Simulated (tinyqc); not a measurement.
# Input admittance of a MOSFET at zero drain bias: distributed channel and distributed gate: two studies

Source and drain grounded, strong inversion, w = 2 pi f, Cox = eps0 eox/tox. The channel is an RC line of resistance 1/(mu Cox Vo) per square fed from both ends, so one finger has the intrinsic admittance y = i w Cox L tanh(g)/g per width, g = (1/2) sqrt(i w tau), tau = L^2/(mu Vo). The vertical resistance rv/L is in series with y, the overlaps 2 i w Cov in parallel: y_t = 1/(1/y + rv/L) + 2 i w Cov. The gate strip is a line of Rsh/L per length loaded by y_t, so a finger has Y = y_t Wf tanh(k)/k, k = (Wf/sd) sqrt(y_t Rsh/L); the device has Nf Y.

Inputs (values chosen for the exercise); values of the order met in silicon radio-frequency transistors: relative permittivity of the gate insulator (close to silicon dioxide) eox = 3.9; insulator thickness tox = 6.9 nm; channel length L = 1.4 um; finger width Wf = 12 um; number of fingers Nf = 32; channel mobility mu = 370 cm^2/(V s); gate overdrive Vo = 0.29 V; sheet resistance of the gate Rsh = 27 ohm/square; vertical resistivity of the gate stack rv = 5.4 ohm um^2; number of ends at which a finger is contacted sd = 2; overlap and fringe capacitance on each side Cov = 0.16 fF/um; frequency f = 2.6 GHz.

Constants: eps0 = 8.8541878128e-14 F/cm where lengths are in cm. Results are converted to the units shown.

Each table varies one quantity; the others keep the values above.

## Input impedance against frequency

Low-frequency limits, with c = Cox L and ct = c + 2 Cov: R_strip = Rsh Wf/(3 sd^2 L Nf), R_ch = (c/ct)^2 L/(12 mu Cox Vo Wf Nf), R_vert = (c/ct)^2 rv/(L Wf Nf), C = ct Wf Nf. Z = 1/(Nf Y) = R + 1/(i w C), Q = |Im Z|/R, far-point signal |1/cosh k|.

The same in every row: low-frequency R (ohm) = 5.786.

Result of one run:

| f (GHz) | w tau | \|k\| | R (ohm) | C (fF) | Q | signal at the far point |
|---|---|---|---|---|---|---|
| 0.03 | 0.03443 | 0.03096 | 5.786 | 2813 | 325.9 | 1.000 |

What becomes of these results when the frequency f is changed from 0.03 to 0.07 GHz, all else the same?

Result of the changed run:

| f (GHz) | w tau | \|k\| | R (ohm) | C (fF) | Q | signal at the far point |
|---|---|---|---|---|---|---|
| 0.07 | 0.08034 | 0.04730 | 5.786 | 2813 | 139.7 | 1.000 |

The whole series:

| f (GHz) | w tau | \|k\| | R (ohm) | C (fF) | Q | signal at the far point |
|---|---|---|---|---|---|---|
| 0.03 | 0.03443 | 0.03096 | 5.786 | 2813 | 325.9 | 1.000 |
| 0.07 | 0.08034 | 0.04730 | 5.786 | 2813 | 139.7 | 1.000 |
| 0.2 | 0.2295 | 0.07994 | 5.786 | 2813 | 48.89 | 0.9999 |
| 0.5 | 0.5739 | 0.1263 | 5.785 | 2812 | 19.57 | 0.9996 |
| 1 | 1.148 | 0.1782 | 5.783 | 2807 | 9.804 | 0.9985 |
| 4 | 4.591 | 0.3416 | 5.728 | 2721 | 2.553 | 0.9800 |
| 10 | 11.48 | 0.4661 | 5.451 | 2352 | 1.241 | 0.9376 |
| 30 | 34.43 | 0.5895 | 4.046 | 1360 | 0.9644 | 0.8906 |
| 80 | 91.82 | 0.7697 | 2.441 | 814.6 | 1.001 | 0.8320 |

R falls from 5.79 to 2.44 ohm and C falls from 2810 to 815 fF. Q goes as f^(-1.00) between the first two rows and f^(0.04) between the last two, where w tau = 91.8 and |k| = 0.770. The low-frequency limits hold both R and C within 5 % up to f = 4 GHz among the rows.

## Effect of the gate overdrive

Same model as above.

Effect of the gate overdrive:

| Vo (V) | w tau | \|k\| | R (ohm) | low-frequency R (ohm) | C (fF) | Q | signal at the far point |
|---|---|---|---|---|---|---|---|
| 0.2 | 4.327 | 0.2767 | 8.040 | 8.115 | 2731 | 2.788 | 0.9876 |
| 0.35 | 2.473 | 0.2842 | 4.885 | 4.899 | 2785 | 4.499 | 0.9918 |
| 0.5 | 1.731 | 0.2862 | 3.608 | 3.613 | 2799 | 6.061 | 0.9939 |
| 0.65 | 1.331 | 0.2870 | 2.918 | 2.920 | 2805 | 7.479 | 0.9951 |
| 0.8 | 1.082 | 0.2875 | 2.486 | 2.488 | 2808 | 8.770 | 0.9959 |
| 0.95 | 0.9109 | 0.2877 | 2.190 | 2.191 | 2809 | 9.948 | 0.9964 |
| 1.1 | 0.7867 | 0.2878 | 1.975 | 1.976 | 2810 | 11.03 | 0.9968 |
| 1.25 | 0.6923 | 0.2879 | 1.812 | 1.812 | 2811 | 12.02 | 0.9971 |

Read the table: what changes, and by how much?

As Vo goes from 0.2 to 1.25, R falls from 8.04 to 1.81 ohm, C rises from 2730 to 2810 fF and Q rises from 2.79 to 12.0. Only the channel term depends on Vo.

Computed by the program tinyqc: `OMP_NUM_THREADS=1 python tinyqc.py 2262120 2262121 out.jsonl`, one thread of a shared Intel Xeon 2.30GHz, about 0.01 s for the whole run.
